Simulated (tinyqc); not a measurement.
What each parameter does: coherent potential approximation for a binary alloy with a semi-elliptic band.

Site levels eA = -x d (share 1 - x) and eB = (1 - x) d (share x), so that their mean, the virtual crystal, is 0. Pure band: G0(z) = 2 (z - sqrt(z - W) sqrt(z + W))/W^2 with principal roots, density -Im G/pi per site. The medium has a self-energy S(z), G = G0(z - S), z = E + i eta. t_i = (e_i - S)/(1 - (e_i - S) G); the CPA demands <t> = (1 - x) tA + x tB = 0. Iteration: start at S = 0, set S(new) = S + <t>/(1 + <t> G), stop when |<t>| < 1e-9 eV.

Values chosen for the exercise:
- W = 2.1 eV (half width of the pure band)
- x = 0.09 (fraction of B)
- d = 0.62 eV (eB - eA)
- eta = 0.042 eV (broadening)
- E = -1.21 eV (energy)

Converged values at E.

Results for these values:

| case | Re S (eV) | Im S (eV) | density (1/eV) |
|---|---|---|---|
| base | -0.0173 | -0.0133 | 0.2417 |

What happens to each result for E = -1 eV, all else kept?

Answer: Re S rises from -0.0173 to -0.0166; Im S falls from -0.0133 to -0.0152; density rises from 0.2417 to 0.2598.

The same for each parameter in turn:

| case | Re S (eV) | Im S (eV) | density (1/eV) |
|---|---|---|---|
| base | -0.0173 | -0.0133 | 0.2417 |
| W = 2.31 eV | -0.0156 | -0.0137 | 0.2294 |
| x = 0.14 | -0.0258 | -0.0208 | 0.2415 |
| d = 0.682 eV | -0.0207 | -0.0152 | 0.2418 |
| eta = 0.084 eV | -0.0169 | -0.0132 | 0.2360 |
| E = -1 eV | -0.0166 | -0.0152 | 0.2598 |

Run: tinyqc, `OMP_NUM_THREADS=1 python tinyqc.py 1452414 1452415 out.jsonl`; Intel(R) Xeon(R) Processor @ 2.30GHz, one thread, shared host; about 0.01 s of CPU time with all checks.
